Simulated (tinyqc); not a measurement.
Switching kinetics of a ferroelectric film and the memory window of a ferroelectric gate stack: one step, computed by the program tinyqc.

Fields in MV/cm; 1 microcoulomb/cm^2 over eps_0 is 11.29409 MV/cm. In the stack (metal, ferroelectric, interlayer, channel) the channel is taken as a conductor.

Question. Memory window. Saturated branches: P(E) = P_s tanh[(E -/+ E_c)/(2 delta)], delta = E_c/ln[(1 + P_r/P_s)/(1 - P_r/P_s)]; D = P + eps_0 eps_F E. At threshold the channel charge is negligible, so D = 0 on each branch: (1 - s) P(E) + eps_0 eps_F E = 0, with the screened share s. The rising branch has the root E0 between 0 and E_c; window = 2 E0 t_F; its upper bound is 2 E_c t_F.

Inputs (values chosen for the exercise, for a model film):
```
quantity                                 value               unit
saturation polarisation P_s                 36  microcoulomb/cm^2
ratio P_r/P_s                             0.91                  -
coercive field E_c                        0.74              MV/cm
permittivity of the ferroelectric eps_F     35                  -
thickness t_F                              9.4                 nm
share s of P screened by trapped charge   0.87                  -
```

delta = 0.2422220 MV/cm

Give: field E0; memory window; bound 2 E_c t_F; fixed-charge estimate 2 (1 - s) P_r t_F/(eps_0 eps_F).

Answer.

field E0 = 0.5537 MV/cm

memory window = 1.041 V

bound 2 E_c t_F = 1.3912 V

fixed-charge estimate 2 (1 - s) P_r t_F/(eps_0 eps_F) = 2.584 V

Charge and coercive field both limit the window.
